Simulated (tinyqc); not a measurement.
## On-chip interconnect, size-dependent resistivity and RC delay: course in time

A rectangular line between two neighbours and two ground planes. Surface and grain-boundary scattering are added to the bulk resistivity as corrections; capacitances are parallel-plate values without fringing; inductance is ignored.

7 equal pi sections: series Rs = r Lw/7; node capacitances c Lw/7, halved at nodes 0 and 7, with Cl added to node 7; Rd feeds node 0. Elmore delay of node k: the sum, over the resistors on the path to k, of resistance times all capacitance downstream of it.

A 1 V step is applied behind Rd at t = 0. C dv/dt = -G v + b, with G the conductance matrix of the ladder (1/Rs between neighbours, 1/Rd added at node 0) and b = (1 V/Rd, 0, ...). Trapezoidal step: (C/dt + G/2) v(new) = (C/dt - G/2) v + b. The last column solves the same ladder exactly by its modes.

Values chosen for this exercise: driver resistance Rd = 2000 ohm; time step dt = 0.97 ps.

Rs = 15.9330 ohm
C, node 0 to 7 (fF): 0.238132  0.476264  0.476264  0.476264  0.476264  0.476264  0.476264  0.478132

Voltages (V):
```
t (ps)  node 0  node 3  node 7  node 7, exact
0.9700  0.1593  0.1258  0.1084         0.1161
1.940   0.2334  0.2347  0.2329         0.2262
2.910   0.3566  0.3296  0.3179         0.3226
3.880   0.4120  0.4143  0.4116         0.4070
4.850   0.5079  0.4859  0.4782         0.4809
5.820   0.5488  0.5518  0.5486         0.5456
6.790   0.6239  0.6057  0.6008         0.6022
7.760   0.6535  0.6571  0.6538         0.6517
8.730   0.7128  0.6976  0.6946         0.6951
9.700   0.7336  0.7377  0.7344         0.7331
10.67   0.7809  0.7680  0.7663         0.7664
11.64   0.7950  0.7994  0.7963         0.7955
```

What does the comparison show?

The far end of the ladder reaches 0.5 V at 5.124 ps, 0.696 of its Elmore delay (ln 2 = 0.693 for a single pole); the slowest mode has a time constant of 7.290 ps. The largest error of the trapezoidal steps at that node is 7.7 mV.

tinyqc, about 0.01 s, one thread, Intel Xeon 2.30GHz (shared host): `OMP_NUM_THREADS=1 python tinyqc.py 2100038 2100039 out.jsonl`
